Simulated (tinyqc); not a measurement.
Undoped gate-all-around wire MOSFET, analytic charge model: effect of the gate work function less that of the intrinsic body.

An undoped round wire of radius R under an insulator shell and a surrounding gate; long channel, electrons only, n = ni exp((psi - V)/Vt) with V the quasi-Fermi potential (0 at the source, Vd at the drain), constant mobility, no quantisation. The radial Poisson equation gives n(r) = n(0)/(1 - (1 - b) r^2/R^2)^2 with b = Q0/(Q + Q0). Q is the electron charge per area of the wire surface.

ni = sqrt(Nc Nv) exp(-Eg/(2 Vt)), Eg in volts; Cox = eps0 eox/(R ln(1 + tox/R)); Q0 = 4 eps0 eps_r Vt/R; V0 = dphi + Vt ln[8 eps0 eps_r Vt/(q ni R^2)]. Q solves Vg - V0 - V = Q/Cox + Vt ln(Q/Q0) + Vt ln(1 + Q/Q0). I = mu (2 pi R/L)[2 Vt (Qs - Qd) + (Qs^2 - Qd^2)/(2 Cox) + Vt Q0 ln((Qd + Q0)/(Qs + Q0))], with Qs at V = 0 and Qd at V = Vd.  I(low) is taken at Vg = 0.31 V, Qs and I(high) at Vg = 1.06 V.

Inputs (values chosen for the exercise); material values those of a made-up semiconductor:
- T = 300 K (temperature)
- Eg = 0.731 eV (band gap)
- eps_r = 17.6 (relative permittivity of the semiconductor)
- Nc = 1.11e19 cm^-3 (conduction-band density of states at T)
- Nv = 7.78e18 cm^-3 (valence-band density of states at T)
- eox = 9.26 (relative permittivity of the gate insulator)
- tox = 3.4 nm (insulator thickness)
- R = 6 nm (wire radius)
- mu = 200 cm^2/(V s) (channel mobility)
- L = 1 um (gate length)
- Vd = 0.1 V (drain voltage)

Constants: q = 1.602176634e-19 C, kB = 1.380649e-23 J/K, Vt = kB T/q, eps0 = 8.8541878128e-14 F/cm where lengths are in cm. Results are converted to the units shown.

Effect of the gate work function less that of the intrinsic body:
```
dphi (V)	V0 (V)	I(low) (nA)	Qs(high) (nC/cm^2)	I(high) (uA)
0.06	0.41235	0.93923	1671.8	1.1555
0.11	0.46235	0.14051	1532.3	1.0511
0.16	0.51235	0.020419	1393.9	0.94767
0.21	0.56235	0.0029540	1256.6	0.84527
0.26	0.61235	4.2706e-4	1120.8	0.74416
0.31	0.66235	6.1736e-5	986.64	0.64460
0.36	0.71235	8.9243e-6	854.51	0.54697
```

As dphi goes from 0.06 to 0.36 V, I(low) falls from 0.939 to 8.92e-6 nA and I(high) falls from 1.16 to 0.547 uA. V0 rises from 0.412 to 0.712 V. In every row the surface density at the source at the higher gate voltage passes 0.3 Nc, where Boltzmann statistics fail. In every row the body is thin enough for quantum confinement, left out here, to raise the threshold.

Numbers from tinyqc (`OMP_NUM_THREADS=1 python tinyqc.py 2460054 2460055 out.jsonl`; about 0.02 s on one thread of a shared Intel Xeon 2.30GHz).
